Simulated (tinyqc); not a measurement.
Pariser-Parr-Pople SCF with singles CI, for the molecule c1ccc2[nH]ccc2c1 (SMILES; centres numbered as the heavy atoms are written), step by step. Computed by tinyqc, a small Python program that keeps every step. Settings: charge = 0, gamma = Ohno, start = huckel, damping = 0, iteration cap = 89, excitations kept = 4. Command: `OMP_NUM_THREADS=1 python tinyqc.py 27790 27791 out.jsonl` (the two numbers bound the seeds that draw the settings). One thread of a shared host (Intel(R) Xeon(R) Processor @ 2.60GHz), about 0.01 s of CPU time with the checks. Later iterations appear only in the table of the cycle.

## PPP integrals

Centres (angstrom, eV; a flat drawing with bonds scaled to 1.40 angstrom):
```
centre        x        y  core charge z        W  gamma_rr
1C       2.1520  -0.7000              1  11.1600   11.1300
2C       2.1520   0.7000              1  11.1600   11.1300
3C       0.9390   1.4000              1  11.1600   11.1300
4C      -0.2730   0.7000              1  11.1600   11.1300
5N      -1.6050   1.1330              2  25.6000   16.8000
6C      -2.4270   0.0000              1  11.1600   11.1300
7C      -1.6050  -1.1330              1  11.1600   11.1300
8C      -0.2730  -0.7000              1  11.1600   11.1300
9C       0.9390  -1.4000              1  11.1600   11.1300
```

Resonance integrals (eV):
```
i  j     beta
1  2  -2.3900
2  3  -2.3900
3  4  -2.3900
4  5  -2.2400
5  6  -2.2400
6  7  -2.3900
7  8  -2.3900
8  9  -2.3900
9  1  -2.3900
8  4  -2.3900
```

Ohno: gamma = 14.399645/sqrt(R^2 + a^2), a = 2 x 14.399645/(gamma_rr + gamma_ss); H_rr = -W_r - sum_(s != r) z_s gamma_rs; H_rs = beta for bonds.

repulsion gamma_rs (eV), lower triangle:
```
         1C       2C       3C       4C       5N       6C       7C       8C
1C  11.1300
2C   7.5539  11.1300
3C   5.2388   7.5524  11.1300
4C   4.6683   5.2390   7.5550  11.1300
5N   3.3444   3.6735   5.2211   8.2793  16.8000
6C   2.9940   2.9940   3.7225   5.5206   8.2825  11.1300
7C   3.6026   3.2906   3.7735   5.5188   5.7840   7.5545  11.1300
8C   5.2390   4.6683   5.2396   7.5539   5.7843   5.5206   7.5521  11.1300
9C   7.5524   5.2388   4.6685   5.2396   3.8552   3.7225   5.0234   7.5550

         9C
9C  11.1300
```

core matrix H (eV), lower triangle:
```
          1C        2C        3C        4C        5N        6C        7C        8C
1C  -54.6978
2C   -2.3900  -55.0440
3C    0.0000   -2.3900  -59.3524
4C    0.0000    0.0000   -2.3900  -69.0137
5N    0.0000    0.0000    0.0000   -2.2400  -69.8242
6C    0.0000    0.0000    0.0000    0.0000   -2.2400  -59.7536
7C    0.0000    0.0000    0.0000    0.0000    0.0000   -2.3900  -59.0434
8C    0.0000    0.0000    0.0000   -2.3900    0.0000    0.0000   -2.3900  -66.0570
9C   -2.3900    0.0000    0.0000    0.0000    0.0000    0.0000    0.0000   -2.3900

          9C
9C  -57.8704
```

## Starting guess

pi electrons, sum of z_r less the charge = 10

Orbitals of the Hueckel matrix of the beta values.

P at the start, lower triangle:
```
         1C       2C       3C       4C       5N       6C       7C      8C
1C   1.0574
2C   0.5977   1.0578
3C  -0.0500   0.7209   1.0331
4C  -0.2291  -0.0746   0.5595   1.0961
5N   0.1321  -0.1735  -0.0913   0.5574   1.2731
6C   0.1120   0.1181  -0.1498  -0.1474   0.6516   1.1099
7C  -0.1661   0.1248   0.0563  -0.2007  -0.2912   0.6690   1.2436
8C  -0.0741  -0.2280   0.0739   0.4913  -0.2128  -0.1392   0.5605  1.0952
9C   0.7221  -0.0504  -0.3524   0.0743   0.0638  -0.1604  -0.0869  0.5548

        9C
9C  1.0337
```

## Iteration 1: Fock matrix

F_rr = H_rr + P_rr gamma_rr / 2 + sum_(s != r) P_ss gamma_rs; F_rs = H_rs - P_rs gamma_rs / 2; E = tr P (H + F) / 2 + core repulsion sum_(r<s) z_r z_s gamma_rs.

F (eV), lower triangle:
```
         1C       2C       3C       4C        5N       6C       7C       8C
1C  -4.6879
2C  -4.6473  -5.0045
3C   0.1309  -5.1124  -5.7578
4C   0.5348   0.1955  -4.5034  -7.4100
5N  -0.2209   0.3187   0.2384  -4.5476  -10.5326
6C  -0.1677  -0.1768   0.2789   0.4070   -4.9386  -7.5132
7C   0.2992  -0.2054  -0.1061   0.5539    0.8421  -4.9168  -5.6724
8C   0.1941   0.5321  -0.1937  -4.2456    0.6154   0.3841  -4.5065  -5.0983
9C  -5.1168   0.1319   0.8226  -0.1947   -0.1229   0.2986   0.2182  -4.4858

         9C
9C  -4.4630
```

pi energy = -143.3110 eV

## Iteration 1: orbitals and new P

Diagonalise F (the basis is taken as orthonormal) and form P = 2 sum c c over the lowest orbitals.

orbital energies (eV): -16.7297  -13.4833  -12.0568  -10.6538  -9.4342  -0.4581  0.5015  1.8981  4.2765

P after iteration 1, lower triangle:
```
         1C       2C       3C       4C       5N       6C       7C      8C
1C   1.0196
2C   0.5939   1.0061
3C  -0.0294   0.7340   1.0579
4C  -0.2499  -0.0678   0.5461   1.1520
5N   0.1233  -0.1319  -0.1348   0.4936   1.4834
6C   0.0474   0.1506  -0.0691  -0.2549   0.5614   1.1566
7C  -0.1578   0.0482   0.0873  -0.1186  -0.3211   0.7302   1.1119
8C  -0.0103  -0.2482   0.0096   0.5351  -0.2188  -0.0820   0.5489  1.0349
9C   0.7357   0.0048  -0.3580   0.0506   0.0762  -0.1609  -0.0330  0.5429

        9C
9C  0.9775
```

## Iteration 2: Fock matrix

As before.

F (eV), lower triangle:
```
         1C       2C       3C       4C       5N       6C       7C       8C
1C  -5.2691
2C  -4.6330  -5.1942
3C   0.0770  -5.1616  -5.5892
4C   0.5832   0.1776  -4.4531  -6.8368
5N  -0.2062   0.2422   0.3518  -4.2832  -9.4308
6C  -0.0710  -0.2254   0.1285   0.7035  -4.5647  -6.9160
7C   0.2842  -0.0793  -0.1647   0.3273   0.9287  -5.1480  -5.4784
8C   0.0270   0.5793  -0.0252  -4.4112   0.6327   0.2264  -4.4625  -5.2660
9C  -5.1680  -0.0125   0.8356  -0.1327  -0.1469   0.2994   0.0830  -4.4410

         9C
9C  -5.0559
```

pi energy = -144.0117 eV

## Iteration 2: orbitals and new P

As before.

orbital energies (eV): -15.8408  -13.3989  -12.0471  -10.6662  -9.4726  -0.2532  0.6805  1.9779  3.9839

P after iteration 2, lower triangle:
```
         1C       2C       3C       4C       5N       6C       7C      8C
1C   1.0238
2C   0.5877   1.0031
3C  -0.0251   0.7406   1.0462
4C  -0.2516  -0.0560   0.5390   1.1472
5N   0.1209  -0.1263  -0.1370   0.4897   1.5049
6C   0.0440   0.1454  -0.0625  -0.2584   0.5464   1.1604
7C  -0.1511   0.0419   0.0891  -0.1145  -0.3213   0.7428   1.0965
8C  -0.0155  -0.2533   0.0142   0.5474  -0.2211  -0.0791   0.5381  1.0351
9C   0.7420  -0.0001  -0.3570   0.0442   0.0729  -0.1552  -0.0249  0.5383

        9C
9C  0.9827
```

## Convergence

Stop when output and input P, before any damping, agree to 1e-7.

Course of the cycle:
```
iteration       E (eV)  largest |P(out) - P(in)|
1          -143.310993                  2.10e-01
2          -144.011735                  2.15e-02
3          -144.028085                  6.15e-03
4          -144.031140                  2.97e-03
5          -144.031933                  1.54e-03
6          -144.032169                  9.18e-04
7          -144.032245                  5.64e-04
8          -144.032272                  3.51e-04
9          -144.032282                  2.21e-04
10         -144.032286                  1.40e-04
11         -144.032287                  8.97e-05
...                ...                       ...
18         -144.032288                  4.41e-06
19         -144.032288                  2.89e-06
20         -144.032288                  1.89e-06
21         -144.032288                  1.24e-06
22         -144.032288                  8.16e-07
23         -144.032288                  5.36e-07
24         -144.032288                  3.52e-07
25         -144.032288                  2.32e-07
26         -144.032288                  1.52e-07
27         -144.032288                  1.00e-07
28         -144.032288                  6.59e-08
```

Converged in 28 iterations.

## Converged orbitals

Charges are z - P_rr.

orbital energies (eV): -15.7897  -13.3737  -12.0349  -10.6598  -9.4938  -0.2308  0.6968  1.9685  3.9667

coefficients:
```
       MO1      MO2      MO3      MO4      MO5      MO6      MO7      MO8
1C  0.1478   0.4591   0.1749  -0.4104  -0.2870  -0.1900   0.5285   0.1549
2C  0.1688   0.4462  -0.2034  -0.4083   0.2541  -0.3769  -0.3246  -0.3641
3C  0.2707   0.3137  -0.4100   0.0068   0.4273   0.4801  -0.1404   0.3488
4C  0.5028   0.0570  -0.3216   0.4548  -0.0580  -0.0429   0.5265  -0.1528
5N  0.4916  -0.4002  -0.3002  -0.2233  -0.4643  -0.2144  -0.3417   0.2649
6C  0.3549  -0.4062   0.2183  -0.4403   0.2209   0.4051   0.1897  -0.4623
7C  0.2778  -0.1486   0.4620  -0.0256   0.4795  -0.2917   0.0643   0.5463
8C  0.3707   0.1490   0.3826   0.4622   0.0375  -0.2055  -0.3118  -0.3221
9C  0.2035   0.3449   0.3987   0.0047  -0.4140   0.5021  -0.2536   0.1104

        MO9
1C   0.3829
2C  -0.3460
3C   0.3251
4C  -0.3577
5N   0.0981
6C   0.0703
7C  -0.2627
8C   0.4856
9C  -0.4250
```

pi charges: 1C -0.0280, 2C -0.0005, 3C -0.0448, 4C -0.1393, 5N 0.4851, 6C -0.1626, 7C -0.0865, 8C -0.0420, 9C 0.0185

## Singles CI, singlets

Over the 4 single excitations with the smallest orbital gaps: A = (e_a - e_i) delta + 2 (ia|jb) - (ij|ab), with (pq|rs) = sum c_mp c_mq gamma_mn c_nr c_ns. f = 2/3 w |mu|^2 in atomic units, mu = sqrt2 sum c_ia sum_m c_mi c_ma R_m.

singlet CI matrix (eV), lower triangle:
```
         5>6      5>7     4>6     4>7
5>6   5.0405
5>7   0.1314   5.6555
4>6  -0.0558  -0.8475  5.7414
4>7   1.0129   0.0823  0.0132  6.5247
```

singlet excitation energies (eV): 4.5212  4.8476  6.5315  7.0618

oscillator strengths: 0.1366  0.0030  1.6548  1.1240

## Singles CI, triplets

Over the 4 single excitations with the smallest orbital gaps: A = (e_a - e_i) delta - (ij|ab), with (pq|rs) = sum c_mp c_mq gamma_mn c_nr c_ns.

triplet CI matrix (eV), lower triangle:
```
         5>6      5>7      4>6     4>7
5>6   3.3303
5>7  -0.0993   4.1385
4>6  -0.0003   0.0748   4.5139
4>7   0.0748  -0.2478  -0.1217  4.9374
```

triplet excitation energies (eV): 3.3169  4.0721  4.4818  5.0493
